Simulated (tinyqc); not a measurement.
Tight binding, kagome lattice, step by step. One step of it, computed by the program tinyqc.

Problem. Bloch Hamiltonian at k. H_AB = -t1 - t2 exp(-i k.a1), H_AC = -t1 - t2 exp(-i k.a2), H_BC = -t1 - t2 exp(i k.(a1 - a2)), H_CC = delta.

Parameters chosen for this model:
```
parameter,value,unit
t1,0.520000,"eV, up triangles"
t2,1.670000,"eV, down triangles"
delta,0.530000,eV on site C
```

k point k (fractions of the reciprocal vectors): 0.350000  0.450000

Give: H(k) at k.

Solution.

H(k) at k (eV):
```
,A,B,C
A,0.000,0.462+1.351i,1.068+0.516i
B,0.462-1.351i,0.000,-1.871+0.982i
C,1.068-0.516i,-1.871-0.982i,0.530
```
